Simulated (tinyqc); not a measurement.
Donor binding, ionisation and the Mott limit: one step of the calculation.

Hydrogenic donor: Ry = (m0 q^3/(8 eps0^2 h^2)) me/eps_r^2 in eV, E0 = cc Ry, radius a = q/(8 pi eps0 eps_r E0), Mott density Nm = (0.26/a)^3. Below Nm the level sinks as Ed = E0 [1 - (N/Nm)^(1/3)]. Neutrality: Nc F12(eta) = N/(1 + 2 exp(eta + Ed/kB T)), F12(x) = (2/sqrt(pi)) int_0^infinity sqrt(u)/(1 + exp(u - x)) du.

Question. Binding energy, radius and Mott density. The mean spacing of the donors is N^(-1/3).

Parameters, values chosen for the exercise; band and dielectric values close to those of germanium: relative permittivity eps_r = 16.1; mass in the hydrogenic formula, set independently of Nc me = 0.121 m0; ratio of the true binding energy to the hydrogenic one cc = 1.6; donor density N = 2.3e15 cm^-3.

Constants: q = 1.602176634e-19 C, eps0 = 8.8541878128e-12 F/m, h = 6.62607015e-34 J s, m0 = 9.1093837015e-31 kg. Results are converted to the units shown.

Find: Ry; E0; a; Nm; spacing over a; Ed.

Answer.

Ry = 6.3512 meV
E0 = 10.162 meV
a = 4.4007 nm
Nm = 2.0623e17 cm^-3
spacing over a = 17.215
Ed = 7.8915 meV

Range of the model: A sharp level with degeneracy 2 overstates freeze-out near Nm, where the impurity band broadens and merges with the conduction band.

Numbers from tinyqc (`OMP_NUM_THREADS=1 python tinyqc.py 2330065 2330066 out.jsonl`; about 0.01 s on one thread of a shared Intel Xeon 2.30GHz).
